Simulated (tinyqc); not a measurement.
# Changing the distance d of the charges from the interface

Model: low-temperature mobility of a two-dimensional electron gas with static screening. Computed by tinyqc, a small Python program. Command: `OMP_NUM_THREADS=1 python tinyqc.py 3023156 3023157 out.jsonl twodeg sweep`. One thread of a shared host (Intel(R) Xeon(R) Processor @ 2.30GHz), about 0.06 s of CPU time with the checks.

One subband is filled, the gas is degenerate and scatters at the Fermi circle; one permittivity serves on both sides of the interface. All formulas are in SI units, masses times m_0. Piezoelectric and polar phonons are left out, and n_s is taken as set by a gate, independent of N_i.

Inputs (values chosen for the exercise, modelled on a strained silicon well): in-plane mass m = 0.186 m_0; mass across the layer m_z = 0.902 m_0; permittivity eps = 11.5; valley degeneracy g_v = 2; sheet density n_s = 1.7e+12 1/cm^2; depletion charge N_d = 2.2e+10 1/cm^2; roughness height Delta = 0.62 nm; correlation length Lambda = 5.6 nm; remote charge density N_i = 1.6e+11 1/cm^2; density rho = 2329 kg/m^3; sound velocity v_l = 8910 m/s; deformation potential D_A = 8.5 eV; temperature T = 77 K.

Wave function: ideal sheet. Roughness spectrum: Gaussian.

Constants: m_0 = 9.1093837015e-31 kg; e = 1.602176634e-19 C; eps_0 = 8.8541878128e-12 F/m; hbar = 1.054571817e-34 J s; k_B = 1.380649e-23 J/K.

Method:
- k_F = sqrt(2 pi n_s/g_v); E_F = hbar^2 k_F^2/(2 m); q_TF = g_v m e^2/(2 pi eps eps_0 hbar^2); Fang-Howard parameter b = [12 m_z e^2 (N_d + 11 n_s/32)/(eps eps_0 hbar^2)]^(1/3), mean depth 3/b; effective field F = e (N_d + n_s/2)/(eps eps_0).
- Form factors of a sheet of zero thickness: G(q) = 1, P(q) = exp(-q d). Dielectric function eps(q) = 1 + q_TF G(q)/q, with q = 2 k_F sin(theta/2).
- Roughness: <|U|^2> = (e F)^2 S(q), S = pi Delta^2 Lambda^2 exp(-q^2 Lambda^2/4).
- 1/tau_t = (m/(pi hbar^3)) int_0^pi (1 - cos theta) <|U|^2>/eps(q)^2 dtheta; the quantum rate 1/tau_q drops the factor (1 - cos theta); 200 Gauss-Legendre points in s with theta = pi s^2, s from 0 to 1; mu = e tau_t/m.
- Remote charges: <|U|^2> = N_i [e^2 P(q)/(2 eps eps_0 q)]^2.
- Unscreened deformation potential in equipartition: 1/tau = m D_A^2 k_B T I/(rho v_l^2 hbar^3), I = int |psi|^4 dz = 3 b/16 for the Fang-Howard function (used for both wave-function options); mu = e tau/m. Bloch-Grueneisen temperature T_BG = 2 hbar v_l k_F/k_B.
- At the Fermi circle the rates add, so 1/mu is the sum; sheet resistance 1/(n_s e mu); mean free path hbar k_F mu/e; the quantum time adds the rates 1/tau_q, with the isotropic acoustic rate e/(m mu).

One run for each value; columns: (1) distance d of the charges from the interface (nm); (2) remote-charge mobility (cm^2/(V s)); (3) tau_t/tau_q, charges; (4) mobility mu (cm^2/(V s)); (5) tau_q, charges (ps):
```
(1)           (2)        (3)    (4)    (5)
0.50    9.736e+03  1.311e+00   5509   0.79
0.97    1.381e+04  1.494e+00   6612   0.98
1.90    2.689e+04  1.996e+00   8621   1.42
3.60    8.215e+04  3.626e+00  10990   2.40
7.10    4.945e+05  1.150e+01  12370   4.55
14.00   3.710e+06  4.513e+01  12644   8.69
27.00   2.539e+07  1.637e+02  12681  16.41
52.00   1.753e+08  5.944e+02  12687  31.20
100.00  1.222e+09  2.170e+03  12687  59.57
```

Over the rows, remote-charge mobility (cm^2/(V s)) rises from 9740 to 1.22e9 (exponent d ln y / d ln x 0.53 between the first rows and 3.0 between the last); tau_t/tau_q, charges rises from 1.31 to 2170 (exponent d ln y / d ln x 0.20 between the first rows and 2.0 between the last); mobility mu (cm^2/(V s)) rises from 5510 to 12700. At the high end the exponent of remote-charge mobility is 2.97, close to 3: the d^3 law of a wide spacer. tau_q grows only by a factor 75.9 while the remote-charge mobility grows by 126000: a spacer removes large-angle events first.

Caution (all rows): k_B T exceeds a quarter of E_F, so scattering at the Fermi circle alone and zero-temperature screening are rough.
